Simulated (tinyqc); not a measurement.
A particle near a wafer in liquid: double-layer and van der Waals forces (DLVO), deposition barrier and removal: one step, computed by the program tinyqc. Command: `OMP_NUM_THREADS=1 python tinyqc.py 3113043 3113044 out.jsonl dlvo walk`. One thread of a shared host (Intel(R) Xeon(R) Processor @ 2.30GHz), about 0.01 s of CPU time with the checks.

Sphere and flat wall, Derjaguin approximation, constant potentials in the linear-superposition form, no retardation and no hydration force.

Question. The curve. U(h) = Z R exp(-kappa h) - A R/(6 h); F(h) = -dU/dh = kappa Z R exp(-kappa h) - A R/(6 h^2), positive for repulsion.

Inputs (values chosen for the exercise, of the order of those for silica on silica in water): particle radius R = 22 nm; Hamaker constant A = 5e-21 J; temperature T = 323 K.

kappa = 0.2504604 1/nm

Z = -8.588845 pN

Constants: k_B = 1.380649e-23 J/K.

Give: the table «Against the gap» with the columns kappa h, U (k_B T), F (pN), for h (nm) = 0.4, 0.6, 1.0, 1.5, 2.5, 4.0, 7.0, 12.0, 20.0, 40.0.

Answer.

Against the gap:
```
h (nm)  kappa h   U (k_B T)      F (pN)
0.4        0.10  -4.861e+01  -1.574e+02
0.6        0.15  -4.331e+01  -9.165e+01
1.0        0.25  -3.709e+01  -5.517e+01
1.5        0.38  -3.184e+01  -4.065e+01
2.5        0.63  -2.430e+01  -2.824e+01
4.0        1.00  -1.659e+01  -1.852e+01
7.0        1.75  -7.927e+00  -8.572e+00
12.0       3.01  -2.441e+00  -2.471e+00
20.0       5.01  -4.884e-01  -3.618e-01
40.0      10.02  -1.047e-01  -1.357e-02
```

Caution: in rows where h is not small against R, A R/(6 h) overstates the van der Waals term. Caution: in rows with kappa h below 1 linear superposition is only rough.
